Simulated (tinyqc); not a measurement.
Front-illuminated p-i-n photodiode, quantum efficiency and bandwidth: two steps of the calculation.

Light enters through a p layer (0 to xp), a depleted layer (xp to xp + wi) and a thick n substrate, decaying as exp(-al x); one pass, no back reflection. Carriers made in the depleted layer are all collected; those in the neutral layers diffuse.

Values chosen for this exercise; values close to those of 4H silicon carbide at this wavelength: wavelength lam = 280 nm; absorption coefficient al = 14900 1/cm; reflectance of the front face Rf = 0.1; relative permittivity eps_r = 9.67; thickness of the front p layer xp = 0.17 um; thickness of the depleted layer wi = 0.47 um; electron diffusion coefficient in the p layer Dn = 4.9 cm^2/s; electron diffusion length in the p layer Ln = 1.5 um; recombination velocity of the front surface S = 4000 cm/s; hole diffusion length in the thick n substrate Lp = 40 um; electron drift velocity ve = 1.93e7 cm/s; hole drift velocity vh = 1.38e7 cm/s; diameter dia = 130 um; load resistance RL = 50 ohm; parasitic capacitance Cp = 40 fF; modulation frequency f = 58 GHz.

Constants: q = 1.602176634e-19 C, h = 6.62607015e-34 J s, c = 299792458 m/s, eps0 = 8.8541878128e-14 F/cm where lengths are in cm. Results are converted to the units shown.

Task 1. Quantum efficiency. k = al Ln, s = S Ln/Dn, e = exp(-al xp); front layer f1 = (k/(k^2 - 1)) {[s + k - e (s cosh(xp/Ln) + sinh(xp/Ln))]/[s sinh(xp/Ln) + cosh(xp/Ln)] - k e}; depleted layer f2 = e (1 - exp(-al wi)); substrate f3 = e exp(-al wi) al Lp/(1 + al Lp); external efficiency (1 - Rf)(f1 + f2 + f3); responsivity = efficiency q lam/(h c).

Find: s; f1; f2; f3; external efficiency; responsivity.

Result 1.

s = 0.12245
f1 = 0.22120
f2 = 0.39088
f3 = 0.37899
external efficiency = 0.89197
responsivity = 0.20144 A/W

The front layer absorbs 22.4 % of the light that enters and collects 98.9 % of that. Diffusion from the neutral layers makes up 60.6 % of the current.

Task 2. Response at one frequency. Drift response for pairs made in the depleted layer, a = al wi, g = 1 - exp(-a), u = 2 pi i f, te = wi/ve, th = wi/vh: electrons He = [g - a (exp(-a) - exp(-u te))/(u te - a)]/(u te g), holes Hh = [g - a (1 - exp(-a - u th))/(a + u th)]/(u th g); C = eps0 eps_r pi (dia/2)^2/wi + Cp; total |He + Hh|/sqrt(1 + (2 pi f RL C)^2), for the current of the depleted layer alone.

Find: te; th; He; Hh; |He + Hh|; C; total response.

Result 2.

te = 2.435 ps
th = 3.406 ps
He = 0.5190-0.1671i
Hh = 0.3932-0.1598i
|He + Hh| = 0.9691
C = 2458 fF
total response = 0.02163

The drift response alone falls to 1/sqrt(2) at 193 GHz and the RC term alone at 1.30 GHz; together they give 1.29 GHz for this part of the current; the diffusion currents, left out, respond on their own time scales.

tinyqc, about 0.01 s, one thread, Intel Xeon 2.30GHz (shared host): `OMP_NUM_THREADS=1 python tinyqc.py 2250109 2250110 out.jsonl`
